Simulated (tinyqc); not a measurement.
What a measurement delay does to the time exponent: bias-temperature instability from a Gaussian distribution of capture and emission barriers. Computed by tinyqc, a small Python program. Command: `OMP_NUM_THREADS=1 python tinyqc.py 3031826 3031827 out.jsonl bti walk`. One thread of a shared host (Intel(R) Xeon(R) Processor @ 2.30GHz), about 0.01 s of CPU time with the checks.

Each trap has a capture time tau_0 exp(E_c/(k_B T)) under stress and an emission time tau_0 exp(E_e/(k_B T)) after it. E_c is Gaussian, and E_e = E_c + d with d Gaussian and independent. A trap counts as filled once t_s exceeds its capture time and as emptied once t_r exceeds its emission time.

Inputs (values chosen for the exercise, for a model p-channel transistor):

| quantity | value | unit |
|---|---|---|
| shift with all traps filled V_max | 200 | mV |
| mean capture barrier at zero field mu_c | 1.59 | eV |
| spread of capture barriers sigma_c | 0.38 | eV |
| lowering of mu_c per field k_F | 0.038 | eV/(MV/cm) |
| oxide field F | 8.7 | MV/cm |
| mean of E_e - E_c at the stress field, delta | -0.37 | eV |
| spread of E_e - E_c, sigma_d | 0.22 | eV |
| time constant tau_0 | 1e-09 | s |
| temperature T | 175 | C |
| stress time t_s | 20 | s |

Constants: k_B = 8.617333262e-05 eV/K.

Method:
- Demarcation energies E_s = k_B T ln(t_s/tau_0), E_r = k_B T ln(t_r/tau_0); mean barrier mu = mu_c - k_F F; z = (E_s - mu)/sigma_c; Phi is the standard normal distribution.
- Temperatures in kelvin are T(C) + 273.15.
- Shift without recovery dV0 = V_max Phi(z); local time exponent n = d ln dV0/d ln t_s = (k_B T/sigma_c) exp(-z^2/2)/(sqrt(2 pi) Phi(z)); apparent activation energy n E_s.
- Remaining shift dV = V_max int_(-infinity)^(E_s) g(E_c) [1 - Phi((E_r - E_c - delta)/sigma_d)] dE_c, g the Gaussian density of E_c (Gauss-Legendre, 120 points over 7 sigma_c below E_s).
- Columns: no delay, and delays of 1 us, 1 ms and 1 s.

mean barrier mu = 1.2594 eV

Shift (mV):

| t_s (s) | no delay | 1 us | 1 ms | 1 s |
|---|---|---|---|---|
| 1.00e+00 | 22.70 | 11.03 | 3.167 | 0.328 |
| 1.00e+01 | 33.00 | 19.56 | 7.273 | 1.069 |
| 1.00e+02 | 45.92 | 31.34 | 14.469 | 2.932 |
| 1.00e+03 | 61.28 | 46.07 | 25.313 | 6.833 |
| 1.00e+04 | 78.55 | 63.07 | 39.600 | 13.684 |
| 1.00e+05 | 96.96 | 81.38 | 56.353 | 23.892 |
| 1.00e+06 | 115.53 | 99.92 | 74.166 | 36.973 |
| 1.00e+07 | 133.27 | 117.66 | 91.622 | 51.620 |

What follows from these numbers?

Between 10 and 1000 s the apparent exponent is 0.134 without delay, 0.186 at 1 us, 0.271 at 1 ms and 0.403 at 1 s: a slow measurement loses more of a short stress than of a long one, which steepens the curve. Without delay the exponent falls from 0.162 to 0.062 over the table, so the growth is not a true power law. Caution: step-function filling and one Gaussian population are simplifications; real devices show several populations.
